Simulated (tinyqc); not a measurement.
Front-illuminated p-i-n photodiode, quantum efficiency and bandwidth: two steps of the calculation.

Light enters through a p layer (0 to xp), a depleted layer (xp to xp + wi) and a thick n substrate, decaying as exp(-al x); one pass, no back reflection. Carriers made in the depleted layer are all collected; those in the neutral layers diffuse.

Parameters, values chosen for the exercise; values close to those of silicon at this wavelength:
- lam = 850 nm (wavelength)
- al = 544 1/cm (absorption coefficient)
- Rf = 0.05 (reflectance of the front face)
- eps_r = 11.9 (relative permittivity)
- xp = 0.11 um (thickness of the front p layer)
- wi = 21 um (thickness of the depleted layer)
- Dn = 6 cm^2/s (electron diffusion coefficient in the p layer)
- Ln = 5 um (electron diffusion length in the p layer)
- S = 3000 cm/s (recombination velocity of the front surface)
- Lp = 2.6 um (hole diffusion length in the thick n substrate)
- ve = 9.61e6 cm/s (electron drift velocity)
- vh = 6.96e6 cm/s (hole drift velocity)
- dia = 16 um (diameter)
- RL = 50 ohm (load resistance)
- Cp = 20 fF (parasitic capacitance)
- f = 1.8 GHz (modulation frequency)

Constants: q = 1.602176634e-19 C, h = 6.62607015e-34 J s, c = 299792458 m/s, eps0 = 8.8541878128e-14 F/cm where lengths are in cm. Results are converted to the units shown.

Task 1. Quantum efficiency. k = al Ln, s = S Ln/Dn, e = exp(-al xp); front layer f1 = (k/(k^2 - 1)) {[s + k - e (s cosh(xp/Ln) + sinh(xp/Ln))]/[s sinh(xp/Ln) + cosh(xp/Ln)] - k e}; depleted layer f2 = e (1 - exp(-al wi)); substrate f3 = e exp(-al wi) al Lp/(1 + al Lp); external efficiency (1 - Rf)(f1 + f2 + f3); responsivity = efficiency q lam/(h c).

Find: s; f1; f2; f3; external efficiency; responsivity.

Result 1.

s = 0.2500
f1 = 0.005949
f2 = 0.6769
f3 = 0.03930
external efficiency = 0.6860
responsivity = 0.4703 A/W

The front layer absorbs 0.597 % of the light that enters and collects 99.7 % of that. Diffusion from the neutral layers makes up 6.27 % of the current.

Task 2. Response at one frequency. Drift response for pairs made in the depleted layer, a = al wi, g = 1 - exp(-a), u = 2 pi i f, te = wi/ve, th = wi/vh: electrons He = [g - a (exp(-a) - exp(-u te))/(u te - a)]/(u te g), holes Hh = [g - a (1 - exp(-a - u th))/(a + u th)]/(u th g); C = eps0 eps_r pi (dia/2)^2/wi + Cp; total |He + Hh|/sqrt(1 + (2 pi f RL C)^2), for the current of the depleted layer alone.

Find: te; th; He; Hh; |He + Hh|; C; total response.

Result 2.

te = 218.5 ps
th = 301.7 ps
He = 0.3145-0.3794i
Hh = 0.1731-0.2474i
|He + Hh| = 0.7942
C = 21.01 fF
total response = 0.7941

The drift response alone falls to 1/sqrt(2) at 2.21 GHz and the RC term alone at 152 GHz; together they give 2.21 GHz.

tinyqc, about 0.01 s, one thread, Intel Xeon 2.30GHz (shared host): `OMP_NUM_THREADS=1 python tinyqc.py 2250034 2250035 out.jsonl`
